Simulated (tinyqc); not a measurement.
# Modulation-doped quantum well, Poisson-Schroedinger loop: effect of the share of the donors on the left side

A well of width L centred at z = 0 between barriers Vb; effective-mass electrons in two equivalent valleys, parabolic bands. The electrons come from donor sheets outside the mesh, a share fL of Ns on the left and the rest on the right, so the structure is neutral. Energies are counted from the band edge of the well, with U = 0 on the first node in the Hartree part.

Schroedinger equation -C d/dz (1/m) dpsi/dz + (V0 + U) psi = E psi, C = hbar^2/(2 m0), on a fine mesh (400 intervals across the well) with hard walls 3.3003 nm outside the well edges (to within half a fine step); the lowest 2 levels are kept. V0 = 0 in the well and Vb outside, plus q Fz z (1 kV/cm = 1e-4 eV/nm). N_k = D Vt ln(1 + exp((EF - E_k)/Vt)), D = 2 md m0 q/(pi hbar^2), sum N_k = Ns; n = sum N_k |psi_k|^2. dU/dz = q (fL Ns - integral of n from the left)/(eps0 eps_r). The loop is converged to 1e-9 eV; shares under 0.001 % are printed as 0.

Parameters, values chosen for the exercise; material values close to those of strained Si in SiGe (two lower valleys):
```
symbol   value   unit                             meaning
T          4.2      K                         temperature
mw       0.906     m0            mass along z in the well
mb       0.932     m0        mass along z in the barriers
md        0.19     m0                       in-plane mass
Vb       0.198     eV                      barrier height
eps_r     11.5         relative permittivity (all layers)
L       5.8672     nm                          well width
Ns      4.2e11  cm^-2          sheet density of electrons
Fz           0  kV/cm               applied field along z
```

Constants: q = 1.602176634e-19 C, kB = 1.380649e-23 J/K, hbar = 1.054571817e-34 J s, m0 = 9.1093837015e-31 kg, Vt = kB T/q, eps0 = 8.8541878128e-14 F/cm where lengths are in cm, hbar^2/(2 m0) = 0.0380998212 eV nm^2. Results are converted to the units shown.

The same in every row: EF - E1 (meV) = 2.65; share of E2 (%) = 0.

Results:

| fL | E2 - E1 (meV) | centroid (nm) | charge in the barriers (%) | range of U in the well (meV) |
|---|---|---|---|---|
| 0 | 25.8 | 0.342 | 0.815 | 17.1 |
| 0.2 | 25.4 | 0.208 | 0.761 | 12.0 |
| 0.6 | 25.2 | -0.0696 | 0.734 | 8.02 |
| 0.8 | 25.4 | -0.208 | 0.761 | 12.0 |
| 1 | 25.8 | -0.342 | 0.815 | 17.1 |

Estimate the missing row, fL = 0.4.

Computed row:

| fL | E2 - E1 (meV) | centroid (nm) | charge in the barriers (%) | range of U in the well (meV) |
|---|---|---|---|---|
| 0.4 | 25.2 | 0.0696 | 0.734 | 8.02 |

With this row back in the table: As fL goes from 0 to 1, E2 - E1 goes from 25.8 through a minimum of 25.2 (at fL = 0.4 and 0.6 among the rows listed) to 25.8 meV, EF - E1 stays at 2.65 meV and the share of E2 stays at 0 %. EF stays below E2 throughout. The centroid falls from 0.342 to -0.342 nm. The spacing is smallest near the row where the centroid is closest to the middle: tilting the well confines the electrons more tightly.

Computed by the program tinyqc: `OMP_NUM_THREADS=1 python tinyqc.py 2140057 2140058 out.jsonl`, one thread of a shared Intel Xeon 2.30GHz, about 0.1 s for the whole run.
